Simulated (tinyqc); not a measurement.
## Access strength from the read disturbance

Inverse problem. Transistor (EKV form, voltages against the body): I = 2 n b Vt^2 [F(vp - Vs) - F(vp - Vd)] from drain to source, F(v) = ln^2(1 + exp(v/(2 Vt))), vp = (Vg - VT + sg |Vd - Vs|)/n. n-channel bodies are at 0; for the p-channel device all voltages are counted down from Vdd. b in uA/V^2 gives I in uA. In an SRAM read the low node Q obeys In(gate QB, drain Q) = Ip(gate QB, drain Q) + Ia, where the access transistor (threshold VTn) has its gate and drain at Vdd and its source at Q. Find Ia, ba and the cell ratio bn/ba.

Inputs (values chosen for the exercise):
- T = 400 K (temperature)
- Vdd = 0.8 V (supply voltage)
- n = 1.28 (slope factor)
- sg = 0.118 (drain-induced barrier lowering)
- VTn = 0.39 V (n-channel threshold)
- VTp = 0.26 V (p-channel threshold (magnitude))
- bn = 450 uA/V^2 (gain factor of the pull-down transistor)
- bp = 160 uA/V^2 (gain factor of the pull-up transistor)

Constants: q = 1.602176634e-19 C, kB = 1.380649e-23 J/K, Vt = kB T/q. Results are converted to the units shown.

Q and QB in the read (V): 0.099317945  0.79979429

Solution. The node equation gives Ia, which is proportional to ba.

Ia = 15.8 uA
ba = 300 uA/V^2
cell ratio = 1.50

Program tinyqc, `OMP_NUM_THREADS=1 python tinyqc.py 2340023 2340024 out.jsonl`; Intel Xeon 2.30GHz, shared host, one thread, about 0.1 s.
